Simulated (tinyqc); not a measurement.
# Worked calculation: threshold of a short bulk MOSFET: charge sharing, barrier lowering, narrow width

tinyqc, about 0.01 s, one thread, Intel Xeon 2.30GHz (shared host): `OMP_NUM_THREADS=1 python tinyqc.py 2002145 2002146 out.jsonl` Printed values are rounded.

n-channel device on a p-type body, depletion approximation, full ionisation. Uniform doping N = Na. Vbi from Boltzmann statistics is rough for the degenerate source. Cox = eps0 eox/tox.

Values chosen for this exercise; band and dielectric values close to those of silicon: temperature T = 300 K; band gap Eg = 1.14 eV; relative permittivity eps_r = 11.6; conduction-band density of states at T Nc = 2.83e19 cm^-3; valence-band density of states at T Nv = 2.68e19 cm^-3; relative permittivity of the gate insulator (close to silicon dioxide) eox = 3.9; insulator thickness tox = 4.6 nm; channel doping Na = 7.4e17 cm^-3; source and drain doping Nsd = 1e20 cm^-3; flat-band voltage for the doping Na Vfb = -0.71 V; junction depth xj = 24 nm; body-source voltage Vbs = -1 V; drain-source voltage Vds = 1 V; gate width W = 320 nm; shape factor of the fringing depletion at the width edges xw = 0; channel length L = 260 nm.

Constants: q = 1.602176634e-19 C, kB = 1.380649e-23 J/K, Vt = kB T/q, eps0 = 8.8541878128e-14 F/cm where lengths are in cm. Results are converted to the units shown.

## Long-channel threshold and scales

ni = sqrt(Nc Nv) exp(-Eg/(2 Vt)), Eg in volts; 2 pB = 2 Vt ln(N/ni); flat band Vfb - Vt ln(N/Na); Wd = sqrt(2 eps0 eps_r (2 pB - Vbs)/(q N)); body term q N Wd/Cox; long-channel VT0 = flat band + 2 pB + body term; Vbi = Vt ln(N Nsd/ni^2); scale length l = sqrt((eps_r/eox) tox Wd).

N = 7.4e17 cm^-3
2 pB = 0.9530002 V
flat band = -0.71 V
Wd = 58.16992 nm
body term = 0.9187240 V
VT0 = 1.161724 V
Vbi = 1.079837 V
l = 28.21141 nm

## Short-channel and narrow-width shifts

Charge sharing (trapezoid; it ignores Vds): F = (xj/L)(sqrt(1 + 2 Wd/xj) - 1), lowering = body term times F. Barrier lowering: th = exp(-L/(2 l)) + 2 exp(-L/l), lowering = th [2 (Vbi - 2 pB) + Vds], DIBL = th. Narrow width: rise = body term times xw Wd/W. VT by each model = VT0 - lowering + rise.

F = 0.1309070
lowering by charge sharing = 120.2674 mV
th = 0.01016995
lowering of the barrier = 12.74980 mV
DIBL = 10.16995 mV/V
narrow-width rise = 0 mV
VT, charge sharing = 1.041457 V
VT, barrier lowering = 1.148974 V

L is 9.22 scale lengths. The charge-sharing lowering is 9.43 times the barrier lowering; the first falls off as 1/L and the second exponentially. Both describe the same loss of gate control, so they are alternatives and are not added.
